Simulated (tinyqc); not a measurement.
Position of the support ring: thermal and gravitational stress in a wafer during furnace and rapid thermal processing, and the onset of slip. Computed by tinyqc, a small Python program. Command: `OMP_NUM_THREADS=1 python tinyqc.py 3001137 3001138 out.jsonl slip walk`. One thread of a shared host (Intel(R) Xeon(R) Processor @ 2.30GHz), about 0.01 s of CPU time with the checks.

A thin free disc in plane stress, isotropic; T(r) = T_centre + dT (r/R)^n with n = 2. Stress is positive in tension; sigma_SB = 5.670374419e-8 W/(m^2 K^4), g = 9.80665 m/s^2.

Inputs (values chosen for the exercise, modelled on silicon):
```
quantity,value,unit
wafer radius R,225,mm
thickness t,925,micrometre
Poisson ratio nu,0.22,-
density rho,2330,kg/m^3
```

Method. Own weight q = rho g t on a ring of radius b R, x = r/R: moments of an edge-supported plate, M_r = q R^2 (3 + nu)(1 - x^2)/16 and M_t = q R^2 [(3 + nu) - (1 + 3 nu) x^2]/16, less the uniform moment inside the ring load, q R^2 [(1 - nu)(1 - b^2) - 2 (1 + nu) ln b]/8; stress at the lower face = 6 M/t^2.

Stress at the lower face (MPa):
```
b,centre,radial at ring,hoop at ring,largest in size
0.40,-1.2014,-1.4430,-1.3260,1.4430
0.50,-0.6249,-1.0024,-0.8195,1.0024
0.60,-0.1272,-0.6708,-0.4074,0.6708
0.65,0.1017,-0.5363,-0.2272,0.5363
0.70,0.3207,-0.4192,-0.0608,0.4192
0.75,0.5316,-0.3178,0.0937,0.5316
0.80,0.7360,-0.2304,0.2378,0.7360
0.90,1.1299,-0.0932,0.4994,1.1299
1.00,1.5100,0.0000,0.7316,1.5100
```

What follows from these numbers?

Among these rows the largest stress is least, 0.419 MPa, for a ring at 0.7 R, 3.6 times below edge support: the overhang balances the sag of the centre. All values scale as R^2/t.

Extremes, crossings and ranges named in words are read from the listed rows.
